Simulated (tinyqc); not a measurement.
Oxidation of curved silicon (wires and holes): cylindrical Deal-Grove kinetics with stress-retarded reaction: one step, computed by the program tinyqc. Command: `OMP_NUM_THREADS=1 python tinyqc.py 3021254 3021255 out.jsonl wireox walk`. One thread of a shared host (Intel(R) Xeon(R) Processor @ 2.30GHz), about 0.02 s of CPU time with the checks.

Silicon fills r < a and oxide a < r < b. One volume of silicon gives 2.25 volumes of oxide, and the length is fixed.

Question. Rate at the start. Geometry: b^2 = b0^2 + 1.25 (a0^2 - a^2), b0 = a0 + x_i. Rate of oxide made per interface area: q = 1/[1/k + 2 a |ln(b/a)|/B], and |da/dt| = q/2.25. Reaction k = (B/A) exp(-sigma V_k/(k_B T)). New oxide pushes the old with radial speed u = 1.25 |da/dt| at r = a; the shear stress at radius r is s_c asinh(z a^2/r^2), z = 2 eta u/(a s_c) (Eyring flow), and the compressive normal stress at the interface is sigma = |int_a^b 2 s/r dr| = s_c |F(z) - F(z a^2/b^2)|, F(y) = int_0^y asinh(w)/w dw. q and sigma are solved together. 1 MPa angstrom^3 = 6.241509e-6 eV.

Inputs (values chosen for the exercise, close to those used for silicon in dry oxygen):
```
quantity                    value        unit
starting silicon radius a0    8.7          nm
starting oxide x_i              2          nm
critical shear stress s_c      85         MPa
activation volume V_k          10  angstrom^3
temperature T                 875           C
```

Shape: wire (convex).

B = 3283.545 nm^2/h

B/A = 9.625918 nm/h

low-stress viscosity eta = 2.080729e+16 Pa s

k_B T = 0.09893991 eV

Give: oxide radius b0; rate q without stress; normal stress sigma; factor on the reaction; rate q with stress.

Answer.

oxide radius b0 = 10.7 nm

rate q without stress = 9.525 nm/h

normal stress sigma = 406.5 MPa

factor on the reaction = 0.7738

rate q with stress = 7.388 nm/h
